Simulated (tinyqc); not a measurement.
# From one set of inputs to another, one input at a time

Model: donor or exciton in a quantum well (variational effective-mass method). Computed by tinyqc, a small Python program. Command: `OMP_NUM_THREADS=1 python tinyqc.py 3018152 3018153 out.jsonl welldonor ladder`. One thread of a shared host (Intel(R) Xeon(R) Processor @ 2.30GHz), about 0.1 s of CPU time with the checks.

H = -nabla^2 - 2/|r - r_i| + V(z) in effective units; trial function psi = f(z) exp(-|r - r_i|/lambda), f the ground state of the well. Mass and screening are the same in well and barrier; l = L/a* is the width in effective units. Bands are flat: no polarisation or applied field.

The inputs printed are set A. Inputs not listed in the table keep their values of set A, so the rows need not describe a real material.

Inputs (values chosen for the exercise, modelled on ZnSe): electron mass m = 0.148 m_0; dielectric constant eps = 8.82; well width L = 2 nm; donor position z_i/L from the centre = 0.1.

Centre: donor. Barriers: infinite.

Constants: Ry = 13.605693123 eV; a_0 = 0.529177210903 angstrom.

Method:
- Ry* = Ry m/eps^2, a* = a_0 eps/m; l = L/a*.
- k = pi/l; f = cos(k z) inside and zero outside; subband energy k^2 Ry*.
- Binding E_b(lambda) = -1/lambda^2 + 4 A/(lambda B), with A = int f^2 exp(-2 s/lambda) dz, B = int f^2 exp(-2 s/lambda)(1 + 2 s/lambda) dz and s = |z - z_i|; 40 Gauss-Legendre points on each piece between the walls at z = -l/2 and l/2 and z_i.
- Golden-section search for the maximum over lambda from 0.3 to 4, 40 steps.

Each row keeps all changes above it:
```
input moved                            from     to  radius lambda a* (nm)  binding in Ry*  subband energy (meV)
set A                                     -      -                 2.3670          2.5003                635.19
electron mass m (m_0)                 0.148  0.149                 2.3546          2.4954                630.92
donor position z_i/L from the centre    0.1      0                 2.2985          2.5800                630.92
well width L (nm)                         2    4.8                 2.7975          1.9464                109.54
dielectric constant eps                8.82     12                 3.5513          2.1652                109.54
```

Where does the difference come from?

Radius lambda a* goes from 2.37 to 3.55, a factor 1.50 in all. The largest single move comes from dielectric constant eps (a factor 1.27), and donor position z_i/L from the centre works against it (a factor 0.9762). Binding in Ry* goes from 2.50 to 2.17, a factor 0.866 in all. The largest single move comes from well width L (a factor 0.754), and dielectric constant eps works against it (a factor 1.11). Subband energy goes from 635 to 110, a factor 0.172 in all. The largest single move comes from well width L (a factor 0.174). The single moves hold for this order of the switches; the total does not depend on the order.

Caution (all rows): so narrow a well has large confinement energy, where non-parabolicity and barrier penetration matter.

Extremes, crossings and ranges named in words are read from the listed rows.
